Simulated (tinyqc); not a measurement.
What the corrections do to the levels: formation energy of a charged point defect from supercell energies. Computed by tinyqc, a small Python program. Command: `OMP_NUM_THREADS=1 python tinyqc.py 3011042 3011043 out.jsonl formation walk`. One thread of a shared host (Intel(R) Xeon(R) Processor @ 2.30GHz), about 0.01 s of CPU time with the checks.

The host is a compound AB. Making the defect adds n_A = -1, n_B = 0, n_X = 1 atoms to the cell. All total energies are inputs. E_F is counted from the valence-band maximum (VBM); x = 0 is A-rich and x = 1 B-rich growth.

Inputs (values chosen for the exercise, for a model compound AB): gap E_g = 2.11 eV; E_VBM of the host cell = 1.256 eV; potential alignment dV = -0.12 eV; dielectric constant eps = 10.6; cell length L = 11.4 angstrom; mu_A of the pure element = -2.306 eV; formation enthalpy dH of AB = -1.46 eV; growth condition x = 0.12; mu_X of the pure element = -2.948 eV; formation enthalpy of XB = -1.4 eV.

Defect: impurity X on an A site. Supercell lattice: bcc.

charge states q: [1, 0, -1, -2]

E(defect, q) - E(host), in the order of q (eV): [0.839, 3.133, 5.654, 8.137]

Constants: e^2/(4 pi eps_0) = 14.39964548 eV angstrom.

Method:
- dmu_A = x dH and dmu_B = (1 - x) dH, so that dmu_A + dmu_B = dH; mu = mu(element) + dmu. The impurity is held at its solubility limit: dmu_X = min(0, dH(XB) - dmu_B).
- The reservoir term is sum n_i mu_i.
- Image-charge correction of a point charge in a neutralising background: E_corr = q^2 alpha e^2/(4 pi eps_0) / (2 eps L), alpha = 2.888462 for a bcc array with L the cube root of the volume.
- E_f(q, E_F) = [E(defect, q) - E(host)] - sum n_i mu_i + q (E_VBM + dV + E_F) + E_corr(q).
- Levels eps(q/q-1) with the terms q dV and E_corr left out or kept.

E_f(q, 0) (eV): (q=+1) 2.72910, (q=0) 3.71500, (q=-1) 5.27210, (q=-2) 7.13540

E_corr (eV): (q=+1) 0.172099, (q=0) 0.000000, (q=-1) 0.172099, (q=-2) 0.688395

Levels above the VBM (eV):
```
level      raw  with alignment  with image charge  with both
(+1/0)   1.038           1.158             0.8659     0.9859
(0/-1)   1.265           1.385             1.4371     1.5571
(-1/-2)  1.227           1.347             1.7433     1.8633
```

Alignment moves every level by -dV = +0.120 eV. The image term moves eps(q/q-1) by (1 - 2q) E_corr(1): (+1/0) by -0.172, (0/-1) by +0.172, (-1/-2) by +0.516 eV, donor levels down and acceptor levels up. It adds 2 E_corr(1) = 0.344 eV to every U, which turns an apparent negative U of the raw energies into a positive one. Caution: the largest image-charge correction in these energies, q^2 alpha e^2/(8 pi eps_0 eps L) with alpha = 2.888462, exceeds a quarter of the gap; the point-charge term alone is then a rough estimate, usually too large for a charge that is spread out.

Extremes, crossings and ranges named in words are read from the listed rows.
